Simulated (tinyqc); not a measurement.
bcc against fcc: Finnis-Sinclair potential for a bcc metal: fit to cohesion and elasticity, then vacancy, surfaces and structure. Computed by tinyqc, a small Python program. Command: `OMP_NUM_THREADS=1 python tinyqc.py 3111743 3111744 out.jsonl fsfit walk`. One thread of a shared host (Intel(R) Xeon(R) Processor @ 2.30GHz), about 0.01 s of CPU time with the checks.

E = (1/2) sum V(r) - A sqrt(rho), rho = sum phi(r), phi = (r - d)^2 for r < d, V = (r - c)^2 (c0 + c1 r + c2 r^2) for r < c. In bcc the 8 first neighbours lie at sqrt(3) a/2 and the 6 second at a; both cut-offs lie below the third shell; Omega = a^3/2; E is per atom and z the number of atoms in a shell. The four constants A, c0, c1, c2 are fitted to E_c, zero pressure, B and C12 - C44 alone, so C44 and C11 - C12 are not matched singly; defects are unrelaxed.

Inputs (values chosen for the exercise, modelled on vanadium):
```
quantity             value      unit
lattice constant a    3.04  angstrom
cohesive energy E_c   5.28        eV
target C11             224       GPa
target C12             115       GPa
target C44            44.3       GPa
density cut-off d/a  1.228         -
pair cut-off c/a     1.266         -
```

Constants: 1 eV/angstrom^3 = 160.2176634 GPa.

Method:
- rho = sum z phi, rho1 = sum z r phi', rho2 = sum z r^2 phi''. At zero pressure the effective pair part V + 2 F' phi obeys C12 = C44, so C12 - C44 = F'' (rho1/3)^2/Omega with F'' = A/(4 rho^(3/2)); this gives A.
- With v_k = (r - c)^2 r^k the rows are (1/2) sum z v_k, (1/2) sum z r v_k' and (1/2) sum z r^2 v_k''. With rho1 = sum z r phi' and rho2 = sum z r^2 phi'' the right-hand sides are: -E_c + A sqrt(rho) (cohesion); A rho1/(2 sqrt(rho)) (zero pressure); 9 B Omega + A [rho2/(2 sqrt(rho)) - rho1^2/(4 rho^(3/2))] with B = (C11 + 2 C12)/3.
- Solve the three equations.
- E of each lattice against the volume per atom, as a multiple of Omega; all neighbours inside the cut-offs are summed.

c0, c1, c2 (eV/angstrom^2, eV/angstrom^3, eV/angstrom^4): 0.024801  0.716251  -0.237289

A = 1.93776 eV/angstrom

Energies (eV/atom):
```
V/Omega      bcc      fcc  fcc less bcc (meV)
0.80     -4.9644  -4.8563              108.09
0.84     -5.0851  -4.9395              145.53
0.88     -5.1741  -5.0054              168.73
0.92     -5.2345  -5.0589              175.64
0.96     -5.2690  -5.1014              167.67
1.00     -5.2800  -5.1312              148.82
1.05     -5.2641  -5.1514              112.73
1.10     -5.2190  -5.1444               74.61
1.20     -5.0556  -5.0575               -1.93
```

The lowest fcc row, at V/Omega = 1.05, lies +129 meV from the bcc minimum: the fit keeps bcc stable, though nothing in it asked for that.

Extremes, crossings and ranges named in words are read from the listed rows.
